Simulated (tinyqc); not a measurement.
Electroplating on a thin resistive seed layer: kinetics, Wagner number and the terminal effect across a wafer: one step, computed by the program tinyqc. Command: `OMP_NUM_THREADS=1 python tinyqc.py 3121587 3121588 out.jsonl terminal walk`. One thread of a shared host (Intel(R) Xeon(R) Processor @ 2.30GHz), about 0.02 s of CPU time with the checks.

Current enters the seed at the rim. The bath is treated as a local resistance per area (no lateral flow in the liquid), two electrons per ion, molar volume 7.11 cm^3/mol, Faraday constant F = e N_A, kinematic viscosity 0.01 cm^2/s, omega = 2 pi x rpm/60; k_B T/e is in volts.

Task: Linear estimate of the terminal effect. Linearised: with R_t = kinetic + bath resistance the current density obeys (1/r)(r i')' = i R_s/R_t, so i = A I_0(r/l), l = sqrt(R_t/R_s); with x = R/l, edge/centre = I_0(x) and edge/mean = x I_0(x)/(2 I_1(x)). Voltage drop in the seed for a uniform current: i R_s R^2/4.

Inputs (values chosen for the exercise, of the order of those for copper plating on a thin cobalt or ruthenium seed): wafer radius R = 10 cm; mean current density = 30 mA/cm^2; temperature T = 298 K.

kinetic resistance = 1.475842 ohm cm^2

bath resistance R_b = 56.24138 ohm cm^2

sheet resistance R_s = 2.25 ohm/square

Give: length l; x = R/l; edge over centre, linear; edge over mean, linear; drop for uniform current.

Result:

length l = 5.065 cm

x = R/l = 1.974

edge over centre, linear = 2.239

edge over mean, linear = 1.423

drop for uniform current = 1687.5 mV
